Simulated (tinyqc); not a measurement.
What moves the results: free-carrier optics of a doped semiconductor (Drude model). A value that a table varies takes the place of the one given here.

eps(E) = ei [1 - Ep^2/(E^2 + i E Gam)], with Ep^2 = 8 pi c (e^2/(4 pi eps0)) N/(m ei), c = hbar^2/2m0, N in 1/angstrom^3 (1e-24 per 1/cm^3); Gam = hbar/tau, tau = mu m m0/e with m0/e = 5.685630e-12 kg/C and mu in m^2/(V s). Energies in meV.

n + i k = sqrt(eps1 + i eps2) with k >= 0; R = ((n - 1)^2 + k^2)/((n + 1)^2 + k^2) at normal incidence from vacuum; alpha = 2 E k/(hbar c), times 1e8 for 1/cm; loss function Im(-1/eps) = eps2/(eps1^2 + eps2^2).

Constants: hbar^2/2m0 = 3.80998211 eV angstrom^2; e^2/(4 pi eps0) = 14.39964547 eV angstrom; hbar = 6.58211957e-16 eV s; hbar c = 1973.269805 eV angstrom.

Parameters, chosen for this exercise (mass and dielectric values near those of Ge; N and mu are free inputs; interband absorption and the rise of the mass with filling are left out; shifted at random, so the results belong to these values and not to a real crystal): N = 2.7e+17 1/cm^3 (carrier density); m = 0.113 m0 (conductivity mass); mu = 5600 cm^2/(V s) (mobility); ei = 16.17 (high-frequency dielectric constant); E = 20.6 meV (photon energy).

## Reflectance across the plasma edge

Spectrum:
```
E (meV)     eps1    eps2      R  alpha (1/cm)
1.4      -604.64  811.25  0.945      4.03e+03
4.3      -134.70   64.19  0.931      5.19e+03
7.1       -45.12   15.79  0.909      4.90e+03
10.0      -15.71    5.83  0.849      4.08e+03
12.1       -5.83    3.33  0.706      3.07e+03
14.3        0.32    2.03  0.167      1.35e+03
15.7        2.98    1.54  0.100           687
17.8        5.88    1.06  0.178           392
21.4        9.03    0.61  0.251           220
28.5       12.13    0.26  0.307           108
42.8       14.37    0.08  0.339          43.9
71.4       15.52    0.02  0.354          15.2
```

Ep = 14.3 meV and Gam = 1.8 meV. R is 0.945 at the lowest energy and lowest, 0.100, at 15.7 meV of those listed; without damping it would vanish at Ep sqrt(ei/(ei - 1)) = 14.7 meV. At the highest energy R is 0.354, against 0.362 for ei alone. Between the last two rows alpha goes as E^-2.07, where the Drude limit far above Ep and Gam is E^-2.

## What moves the optical constants

At the energy E. Each row changes one parameter from the base and keeps the others.

Results:
```
case                  Ep (meV)  Gam (meV)       R  alpha (1/cm)
base                     14.27       1.83  0.2396           245
N = 4.05e+17 1/cm^3      17.48       1.83  0.1398           496
m = 0.1356 m0            13.03       1.52  0.2652           159
mu = 3360 cm^2/(V s)     14.27       3.05  0.2435           400
ei = 16.98               13.93       1.83  0.2565           234
E = 24.7 meV             14.27       1.83  0.2847           151
```

The largest shifts from the base row, up to three for each result and ties (the steps differ in size, so this ranks the rows, not the parameters). Ep (meV): N +3.21, m -1.24, ei -0.34; unchanged at the printed digits by mu and E. Gam (meV): mu +1.22, m -0.30; unchanged at the printed digits by N, ei and E. R: N -0.0998, E +0.0451, m +0.0256. alpha (1/cm): N +250, mu +155, E -93.7.

(tinyqc, `OMP_NUM_THREADS=1 python tinyqc.py 1681357 1681358 out.jsonl`, Intel(R) Xeon(R) Processor @ 2.30GHz, 1 thread, shared host, about 0.01 s.)
